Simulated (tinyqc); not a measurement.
Band bending at a free surface with one surface level, surface photovoltage and Kelvin probe: two steps of the calculation.

n-type bulk, xi = Ec - EF = Vt ln(Nc/Nd), p0 = ni^2/Nd, ni = sqrt(Nc Nv) exp(-Eg/(2 Vt)), Eg in volts. b is the upward band bending, u = b/Vt. Space charge per area, in units of q: Qc = sign(b) sqrt((2 eps0 eps_r Vt/q) [(Nd + dn)(exp(-u) - 1) + Nd u + (p0 + dn)(exp(u) - 1)]), with dn the excess density under light (flat quasi-Fermi levels; 0 in the dark). The level holds -Ns f, f = 1/(1 + exp((xi + b - Es)/Vt)). Neutrality: Qc + Qf + (charge of the states) = 0.

Values chosen for this exercise; band and dielectric values close to those of 4H silicon carbide: temperature T = 300 K; band gap Eg = 3.23 eV; relative permittivity eps_r = 9.84; conduction-band density of states at T Nc = 1.69e19 cm^-3; valence-band density of states at T Nv = 2.54e19 cm^-3; donor density Nd = 2.7e15 cm^-3; fixed positive charge at the surface Qf = 8.8e10 cm^-2; density of an acceptor-like surface level Ns = 2.6e12 cm^-2; its depth below the conduction edge Es = 0.89 eV; excess carrier density under light dn = 1.2e12 cm^-3.

Constants: q = 1.602176634e-19 C, kB = 1.380649e-23 J/K, Vt = kB T/q, eps0 = 8.8541878128e-14 F/cm where lengths are in cm. Results are converted to the units shown.

Question 1. Charges against band bending. Evaluate Qc, the surface charge Qf - Ns f and their sum in the dark; the root lies where the sum changes sign.

| point | b (V) |
|---|---|
| 0 | 0.217 |
| 1 | 0.362 |
| 2 | 0.507 |
| 3 | 0.652 |
| 4 | 0.797 |
| 5 | 0.941 |
| 6 | 1.086 |

Find: Qc; surface charge; sum.

Answer 1.

| point | Qc (cm^-2) | surface charge (cm^-2) | sum (cm^-2) |
|---|---|---|---|
| 0 | 7.4921e10 | -2.5120e12 | -2.4371e12 |
| 1 | 9.9353e10 | -2.5120e12 | -2.4126e12 |
| 2 | 1.1886e11 | -2.5060e12 | -2.3872e12 |
| 3 | 1.3560e11 | -1.5086e12 | -1.3730e12 |
| 4 | 1.5048e11 | 7.2925e10 | 2.2341e11 |
| 5 | 1.6393e11 | 8.7942e10 | 2.5187e11 |
| 6 | 1.7644e11 | 8.8000e10 | 2.6444e11 |

The sum rises steadily with b, so there is one root; bisection gives b = 0.72416 V.

Question 2. Surface photovoltage. Under chopped light the surface charge keeps its dark value, so b falls to bL with Qc(bL, dn) = Qc(b, 0); the photovoltage is b - bL. Qc rises with b, so bL follows by bisection.

converged b = 0.72416065 V

Wanted: bL; photovoltage; share of b removed; excess holes at the surface, dn exp(bL/Vt).

Answer 2.

bL = 0.27344 V
photovoltage = 450.72 mV
share of b removed = 62.240 %
excess holes at the surface, dn exp(bL/Vt) = 4.7076e16 cm^-3

Computed by the program tinyqc: `OMP_NUM_THREADS=1 python tinyqc.py 2430066 2430067 out.jsonl`, one thread of a shared Intel Xeon 2.30GHz, about 0.01 s for the whole run.
